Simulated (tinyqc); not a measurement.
Two-valley model of the transferred-electron effect: one step, computed by the program tinyqc. Command: `OMP_NUM_THREADS=1 python tinyqc.py 3016052 3016053 out.jsonl gunn walk`. One thread of a shared host (Intel(R) Xeon(R) Processor @ 2.30GHz), about 0.01 s of CPU time with the checks.

Both kinds of valley share one electron temperature T_e, and each has a constant mobility.

Problem. Does a domain form? Space charge grows at the rate n e |mu_d|/(eps eps_0) during the transit time L/v, with v the valley velocity; Kroemer's criterion asks n L > eps eps_0 v/(e |mu_d|). Transit frequency v/L.

Inputs (values chosen for the exercise, modelled on CdTe):
```
quantity                 value        unit
lattice temperature T      300           K
doping n               2.1e+16      1/cm^3
device length L            1.9  micrometre
permittivity eps          10.2           -
```

Solver: damped fixed point.

valley velocity = 1.304165 1e7 cm/s

most negative differential mobility = -29.15343 cm^2/(V s)

Constants: eps_0 = 8.8541878128e-12 F/m; e = 1.602176634e-19 C.

Give: critical n L; n L of the device; transit frequency.

Solution.

critical n L = 2.5216e+12 1/cm^2

n L of the device = 3.99e+12 1/cm^2

transit frequency = 68.640 GHz

n L is 1.58 times the critical product: a borderline case, which this order-of-magnitude rule cannot settle.
